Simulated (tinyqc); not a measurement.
Inside a calculation. Method: plane-wave Kohn-Sham cycle with exchange-only LDA in a layered model solid. Computed by tinyqc, a small Python program that keeps every step. Settings: points = 16, plane-wave index or count = 2, electrons = 2, k points = 1, area = 32.0, mixing = 0.3, iteration cap = 51. Command: `OMP_NUM_THREADS=1 python tinyqc.py 26371 26372 out.jsonl` (the two numbers bound the seeds that draw the settings). One thread of a shared host (Intel(R) Xeon(R) Processor @ 2.60GHz), about 0.01 s of CPU time with the checks. Later iterations appear only in the table of the cycle.

## Iteration 1: potential

A solid whose potential varies along x alone (atomic units):
```
parameter                      value
period a                   17.900000
cross-section of the cell  32.000000
electrons per cell                 2
grid points                       16
plane waves -n..n, n               2
k points                           1
V1 in V1 cos(2 pi x/a)     -0.790000
V2 in V2 cos(4 pi x/a)      0.110000
```

density at the start, on the grid x_j = j a/N (e/bohr^3): 0.00349162  0.00349162  0.00349162  0.00349162  0.00349162  0.00349162  0.00349162  0.00349162  0.00349162  0.00349162  0.00349162  0.00349162  0.00349162  0.00349162  0.00349162  0.00349162

V_H(G) = 4 pi rho(G)/G^2 for G != 0 (uniform background); v_x = -(3 rho/pi)^(1/3); V = V_ext + V_H + v_x; Fourier components f(G_m) = (1/N) sum_j f(x_j) exp(-i G_m x_j).

Potentials on the grid (hartree):
```
x              V_ext       V_H        v_x          V
0.000000   -0.680000  0.000000  -0.149394  -0.829394
1.118750   -0.652083  0.000000  -0.149394  -0.801477
2.237500   -0.558614  0.000000  -0.149394  -0.708008
3.356250   -0.380102  0.000000  -0.149394  -0.529496
4.475000   -0.110000  0.000000  -0.149394  -0.259394
5.593750    0.224538  0.000000  -0.149394   0.075144
6.712500    0.558614  0.000000  -0.149394   0.409220
7.831250    0.807647  0.000000  -0.149394   0.658253
8.950000    0.900000  0.000000  -0.149394   0.750606
10.068750   0.807647  0.000000  -0.149394   0.658253
11.187500   0.558614  0.000000  -0.149394   0.409220
12.306250   0.224538  0.000000  -0.149394   0.075144
13.425000  -0.110000  0.000000  -0.149394  -0.259394
14.543750  -0.380102  0.000000  -0.149394  -0.529496
15.662500  -0.558614  0.000000  -0.149394  -0.708008
16.781250  -0.652083  0.000000  -0.149394  -0.801477
```

V(G_m), m = 0, 1, 2, ... (hartree): -0.149394  -0.395000  0.055000  0.000000  0.000000

## Iteration 1: Hamiltonian at one k

k = 0.000000 2 pi / a

H(m,m') = (k + G_m)^2/2 delta + V(G_m - G_m'), with V(-G) = V(G).

H (hartree), lower triangle:
```
           -2         -1         +0         +1        +2
-2   0.097031
-1  -0.395000  -0.087788
+0   0.055000  -0.395000  -0.149394
+1   0.000000   0.055000  -0.395000  -0.087788
+2   0.000000   0.000000   0.055000  -0.395000  0.097031
```

## Iteration 1: levels at that k

Diagonalise the Hermitian matrix.

eigenvalues (hartree): -0.712949  -0.435678  -0.057380  0.389921  0.685178

## Iteration 1: new density

Motion across x is left out: the lowest 1 band(s) hold two electrons at each of the k points (j + 1/2)/nk - 1/2. Residual R = rho(out) - rho(in); rho(new) = rho(in) + 0.3 R. rho(out) = 2/(a A nk) sum |psi|^2 with psi = sum c exp(i G x). Harris energy E = band energy - dV sum rho (V_H/2 + v_x) + (3/4) dV sum rho v_x with rho(in), dV = a A/N, band energy = (2/nk) sum of the filled levels.

rho(out) (e/bohr^3): 0.01456044  0.01196462  0.00643337  0.00200054  0.00023979  0.00000001  0.00000695  0.00000130  0.00001229  0.00000130  0.00000695  0.00000001  0.00023979  0.00200054  0.00643337  0.01196462

density after iteration 1 (e/bohr^3): 0.00681227  0.00603352  0.00437415  0.00304430  0.00251607  0.00244414  0.00244622  0.00244452  0.00244782  0.00244452  0.00244622  0.00244414  0.00251607  0.00304430  0.00437415  0.00603352

energy per cell = -1.35120186 hartree

## Iteration 2: potential

As before.

Potentials on the grid (hartree):
```
x              V_ext        V_H        v_x          V
0.000000   -0.680000   0.212911  -0.186676  -0.653765
1.118750   -0.652083   0.187871  -0.179273  -0.643485
2.237500   -0.558614   0.124045  -0.161048  -0.595617
3.356250   -0.380102   0.045845  -0.142720  -0.476977
4.475000   -0.110000  -0.026431  -0.133936  -0.270368
5.593750    0.224538  -0.083959  -0.132647   0.007932
6.712500    0.558614  -0.125083  -0.132685   0.300846
7.831250    0.807647  -0.149757  -0.132654   0.525235
8.950000    0.900000  -0.157972  -0.132714   0.609314
10.068750   0.807647  -0.149757  -0.132654   0.525235
11.187500   0.558614  -0.125083  -0.132685   0.300846
12.306250   0.224538  -0.083959  -0.132647   0.007932
13.425000  -0.110000  -0.026431  -0.133936  -0.270368
14.543750  -0.380102   0.045845  -0.142720  -0.476977
15.662500  -0.558614   0.124045  -0.161048  -0.595617
16.781250  -0.652083   0.187871  -0.179273  -0.643485
```

V(G_m), m = 0, 1, 2, ... (hartree): -0.146832  -0.316345  0.062024  0.000388  0.000272

## Iteration 2: Hamiltonian at one k

k = 0.000000 2 pi / a

As before.

H (hartree), lower triangle:
```
           -2         -1         +0         +1        +2
-2   0.099592
-1  -0.316345  -0.085226
+0   0.062024  -0.316345  -0.146832
+1   0.000388   0.062024  -0.316345  -0.085226
+2   0.000272   0.000388   0.062024  -0.316345  0.099592
```

## Iteration 2: levels at that k

As before.

eigenvalues (hartree): -0.571265  -0.363846  -0.062120  0.315915  0.563214

## Iteration 2: new density

As before.

rho(out) (e/bohr^3): 0.01391147  0.01160742  0.00659025  0.00234174  0.00041766  0.00001671  0.00000047  0.00000061  0.00000473  0.00000061  0.00000047  0.00001671  0.00041766  0.00234174  0.00659025  0.01160742

density after iteration 2 (e/bohr^3): 0.00894203  0.00770569  0.00503898  0.00283353  0.00188655  0.00171591  0.00171249  0.00171135  0.00171489  0.00171135  0.00171249  0.00171591  0.00188655  0.00283353  0.00503898  0.00770569

energy per cell = -1.11529657 hartree

## Convergence

Stop when sqrt(dV sum R^2) is below 1e-8, dV = a A/N.

Course of the cycle:
```
iteration  E (hartree)  norm of the residual
1          -1.35120186              1.19e-01
2          -1.11529657              7.89e-02
3          -1.00648480              5.01e-02
4          -0.96084768              3.03e-02
5          -0.94363269              1.81e-02
6          -0.93780394              1.16e-02
7          -0.93601520              8.28e-03
8          -0.93552498              6.25e-03
9          -0.93542260              4.74e-03
10         -0.93542622              3.54e-03
11         -0.93545217              2.60e-03
...                ...                   ...
37         -0.93553315              2.80e-07
38         -0.93553315              1.97e-07
39         -0.93553315              1.38e-07
40         -0.93553315              9.71e-08
41         -0.93553315              6.82e-08
42         -0.93553315              4.80e-08
43         -0.93553315              3.37e-08
44         -0.93553315              2.37e-08
45         -0.93553315              1.67e-08
46         -0.93553315              1.17e-08
47         -0.93553315              8.23e-09
```

Converged in 47 iterations. Before convergence this energy mixes input and output and is not variational, so it may rise towards its limit.
